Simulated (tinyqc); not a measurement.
Inside a calculation. Model: rapid thermal processing of a wafer: radiative balance, ramp and cooling, pattern effects, pyrometer error and spike budget. Computed by tinyqc, a small Python program that keeps every step. Command: `OMP_NUM_THREADS=1 python tinyqc.py 3112008 3112009 out.jsonl rtp walk`. One thread of a shared host (Intel(R) Xeon(R) Processor @ 2.30GHz), about 0.04 s of CPU time with the checks. Intermediate numbers are printed to about 7 digits and carried at full precision; extremes and crossings named in words are read from the listed rows.

The wafer is opaque and uniform through its thickness unless said otherwise; temperatures in formulas are in kelvin (C + 273.15). sigma = 5.670374419e-12 W/(cm^2 K^4).

Inputs (values chosen for the exercise, modelled on a hot silicon wafer):
```
quantity,value,unit
wafer thickness d,525,micrometre
heat capacity per volume C,2.22,J/(cm^3 K)
thermal conductivity k,0.2,W/(cm K)
emissivity eps of each face,0.69,-
reflectivity of the chamber walls r,0.18,-
"gas heat-transfer coefficient h, both faces together",1,mW/(cm^2 K)
wall temperature T_w,350,K
process temperature,1010,C
starting temperature,450,C
ramp rate,130,K/s
relative change of absorptivity over a pattern,10,%
period of the pattern,2.9,mm
pyrometer wavelength,4.5,micrometre
error of the assumed emissivity,8.8,%
activation energy of the process E_a,2,eV
```

Constants: k_B = 8.617333262e-05 eV/K; h = 6.62607015e-34 J s; c = 299792458 m/s; k_B = 1.380649e-23 J/K.

## Power to hold and to ramp

Effective emissivity between parallel grey plates: eps_eff = 1/(1/eps + 1/(1 - r) - 1). Loss per area q(T) = 2 eps_eff sigma (T^4 - T_w^4) + h (T - T_w). Absorbed power during a ramp = q(T) + C d x ramp rate; thermal time constant tau = C d/(dq/dT), dq/dT = 8 eps_eff sigma T^3 + h; natural cooling rate q/(C d); front-to-back difference under one-sided heating at the end of the ramp = (absorbed power) d/(2 k).

eps_eff = 0.5992374

holding power q = 19.25375 W/cm^2

power at the end of the ramp = 34.40525 W/cm^2

dq/dT = 58.42922 mW/(cm^2 K)

time constant tau = 1.994721 s

natural cooling rate = 165.1973 K/s

front-to-back difference = 4.515689 K

Radiation carries 95 % of the loss. The ramp needs 1.8 times the holding power.

## Cooling curve

Cooling with the lamps off: C d dT/dt = -q(T), integrated adaptively (relative tolerance 1e-10).

Lamps off at t = 0:
```
t (s),T (C),cooling rate (K/s)
0.2,978.5254,149.9797
0.4,949.8550,137.0646
0.8,899.3627,116.3865
1.4,836.6354,94.0912
2.0,785.1572,78.3458
3.0,716.3961,60.5201
5.0,617.7215,40.4930
8.0,520.6102,26.0790
```

The rate falls from 165 K/s at t = 0 to 26.1 K/s in the last row.

## Thermal budget of a spike

Spike anneal: linear ramp to the peak, then lamps off. Equivalent time at the peak = int exp(-(E_a/k_B)(1/T - 1/T_peak)) dt; estimate (k_B T^2/E_a)(1/ramp rate + 1/cooling rate). The ramp part uses 4000 trapezoid steps, the cooling part 4000 steps over 4 tau. Time within 50 K of the peak from the same curves.

equivalent time, ramp = 0.4936194 s

equivalent time, cooling = 0.4762617 s

equivalent time, total = 0.9698810 s

estimate = 0.9751329 s

time within 50 K of the peak = 0.7117755 s

Cooling supplies 49 % of the budget.

## What a faster ramp buys

The formulas are those given above.

Against the ramp rate:
```
ramp (K/s),ramp part (s),cooling part (s),total (s),power at the peak (W/cm^2)
10,6.417052,0.4762617,6.893313,20.4192
25,2.566821,0.4762617,3.043082,22.1675
50,1.283410,0.4762617,1.759672,25.0812
100,0.641705,0.4762617,1.117967,30.9087
250,0.256682,0.4762617,0.732944,48.3912
500,0.128341,0.4762617,0.604603,77.5287
1000,0.064171,0.4762617,0.540432,135.8037
```

From 10 to 100 K/s the total falls by a factor 6.2, from 100 to 1000 K/s by 2.07: the cooling part, 0.476 s, is a floor, and the natural cooling rate here is 165 K/s.

## Pattern effect

At steady state a sinusoidal change of absorbed power of relative amplitude a and period p gives the temperature amplitude a q/(dq/dT + k d (2 pi/p)^2); healing length l = sqrt(k d/(dq/dT)); process change = E_a dT/(k_B T^2). Emissivity is taken as unchanged.

healing length l = 4.239158 mm

amplitude without lateral conduction = 32.95226 K

amplitude = 0.3860506 K

change of the process rate = 0.5441849 %

Lateral conduction cuts the amplitude to 1.2 %, since p/(2 pi l) = 0.11.

## Pyrometer error

Signal proportional to eps/(exp(c2/(lambda T)) - 1), c2 = h c/k_B. If the assumed emissivity is too high by the given error, the reading T' solves (1 + error)/(exp(c2/(lambda T')) - 1) = 1/(exp(c2/(lambda T)) - 1). Wien estimate: T' - T = -lambda T^2 ln(1 + error)/c2. Process rates go as exp(-E_a/(k_B T)).

c2 = 14387.77 micrometre K

c2/(lambda T) = 2.491744

reading less true temperature = -38.76583 K

Wien estimate = -43.43236 K

rate at T over rate at T', less 1 = 75.67659 %

Caution: below about 600 C lightly doped silicon is partly transparent at this wavelength, so its emissivity is not yet the hot value early in the ramp.

Checks made by the program: cooling time against quadrature of C d dT/q (relative difference 3e-08).
